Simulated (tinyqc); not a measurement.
Finite square well with mass mismatch (envelope functions): one step. Mass in the plane and density of states. Three cases, with inputs chosen for the exercise.

Question. To first order in the in-plane energy, 1/m_par = (1 - Pb)/mw + Pb/mb for each subband. Each adds a step D = m_par/(2 pi c) to the density of states per area (spin included, one valley); 1/angstrom^2 = 1e16/cm^2.

Constants: hbar^2/2m0 = 3.80998211 eV angstrom^2.

Case 1.

Values chosen (out of a larger set: near those of the light valleys of a Si film in HfO2; not measured data): mw = 0.193 m0 (mass in the well); mb = 0.183 m0 (mass in the barrier).

Levels:
```
n  parity    E (eV)  k (1/angstrom)  kappa (1/angstrom)        Pb
1    even  0.069248       0.0592271           0.2653349  0.006079
2     odd  0.275005       0.1180286           0.2460076  0.025920
3    even  0.610064       0.1757943           0.2107754  0.066157
4     odd  1.055355       0.2312152           0.1517834  0.151084
5    even  1.520489       0.2775293           0.0264002  0.616197
```

Case 2.

Values chosen (out of a larger set: near those of an InGaAs well in InP; not measured data): mw = 0.0404 m0 (mass in the well); mb = 0.0808 m0 (mass in the barrier).

Levels:
```
n  parity    E (eV)  k (1/angstrom)  kappa (1/angstrom)        Pb
1    even  0.064356       0.0261231           0.0625765  0.111450
2     odd  0.241460       0.0506002           0.0126453  0.684248
```

Case 3.

Values chosen (out of a larger set: near those of a GaAs well in AlGaAs; not measured data): mw = 0.0657 m0 (mass in the well); mb = 0.0861 m0 (mass in the barrier).

Levels:
```
n  parity    E (eV)  k (1/angstrom)  kappa (1/angstrom)        Pb
1    even  0.015910       0.0165639           0.0619982  0.018523
2     odd  0.062986       0.0329568           0.0527250  0.078525
3    even  0.137102       0.0486232           0.0332417  0.221871
```

Give: Subbands.

Answer.

Case 1.

Subbands:
```
n  m_par (m0)  D (1e13/(eV cm^2))
1      0.1929               8.060
2      0.1927               8.051
3      0.1923               8.033
4      0.1914               7.996
5      0.1867               7.800
```

The mass is taken as isotropic here; the valleys of Si are not, and in the plane they have sqrt(ml mt), about 0.42 m0, so their real steps are about twice as large.

Case 2.

Subbands:
```
n  m_par (m0)  D (1e13/(eV cm^2))
1      0.0428               1.787
2      0.0614               2.565
```

Case 3.

Subbands:
```
n  m_par (m0)  D (1e13/(eV cm^2))
1      0.0660               2.757
2      0.0669               2.797
3      0.0693               2.897
```

Computed by tinyqc, one run a case: `OMP_NUM_THREADS=1 python tinyqc.py N N+1 out.jsonl` with N = 1281399, 1281565, 1282071; one thread of a shared Intel(R) Xeon(R) Processor @ 2.30GHz, about 0.01 s a run at most.
